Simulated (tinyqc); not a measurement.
Growth mode over temperature: epitaxial growth on a vicinal surface: Burton-Cabrera-Frank step flow, step-edge barrier and island nucleation. Computed by tinyqc, a small Python program. Command: `OMP_NUM_THREADS=1 python tinyqc.py 3028605 3028606 out.jsonl stepflow walk`. One thread of a shared host (Intel(R) Xeon(R) Processor @ 2.30GHz), about 0.04 s of CPU time with the checks.

Adatoms land at rate F, hop on a square grid (a simplification for hexagonal faces), desorb, or join steps. Lengths are in units of a and n is the adatom coverage. Steps ascend at x = 0 and descend at x = l.

Inputs (values chosen for the exercise, close to those used for Si(001)):
```
quantity                     value      unit
site spacing a                3.84  angstrom
step height h                 1.36  angstrom
diffusion barrier E_d         0.66        eV
desorption energy E_a         3.02        eV
adatom formation energy E_f   1.17        eV
step-edge barrier E_s         0.16        eV
attempt frequency nu             5       THz
deposition rate F             0.93  layers/s
miscut angle                   0.1   degrees
temperature T                  730         C
critical nucleus size i          1         -
```

Constants: k_B = 8.617333262e-05 eV/K.

Method:
- D = nu exp(-E_d/(k_B T)) (a^2/s, nu counted per direction); tau = exp(E_a/(k_B T))/nu; x_s = sqrt(D tau); n_eq = exp(-E_f/(k_B T)); terrace width l = h/(a tan(miscut)); Schwoebel length l_s = exp(E_s/(k_B T)) - 1.
- D n'' - n/tau + F = 0 with n(0) = n_eq and -l_s n'(l) = n(l) - n_eq. With u = n - F tau, A = n_eq - F tau, y = l/x_s, s = l_s/x_s: u = A cosh(x/x_s) + B sinh(x/x_s), B = A (1 - cosh y - s sinh y)/(sinh y + s cosh y). Flux into the ascending step J+ = D B/x_s, over the descending one J- = -(D/x_s)(A sinh y + B cosh y); step velocity J+ + J-; growth rate (J+ + J-)/l. For small y: J+ + J- = (F - n_eq/tau) l, J-/J+ = l/(l + 2 l_s).
- Island density on a flat surface without desorption: N = 0.25 (F/D)^(i/(i+2)) exp(E_i/((i+2) k_B T)) per site, with E_i = 0 for i = 1; spacing l_n = N^(-1/2). Step flow needs an effective width l_eff = 2 x(peak) below l_n.
- Temperatures in kelvin are T(C) + 273.15.
- x(peak) solves tanh(x/x_s) = -B/A. Rows where evaporation outweighs deposition are left out.

Scales:
```
T (C)     x_s (a)  l_s (a)  incorporated share  l_n (a)  l_eff/l_n
530    2.5382e+07   9.0926             1.00000   54.016     3.9178
580    9.3447e+06   7.8138             1.00000   59.290     3.5495
630    3.8429e+06   6.8133             1.00000   64.410     3.2528
680    1.7348e+06   6.0145             1.00000   69.367     3.0096
730    8.4774e+05   5.3655             1.00000   74.155     2.8069
780    4.4341e+05   4.8300             1.00000   78.774     2.6359
830    2.4596e+05   4.3823             1.00000   83.222     2.4899
880    1.4359e+05   4.0035             1.00000   87.504     2.3639
930    8.7661e+04   3.6796             0.99998   91.624     2.2542
```

The ratio stays above 1: islands in every row. Incorporation goes from 100.0 % to 100.0 %.

Extremes, crossings and ranges named in words are read from the listed rows.
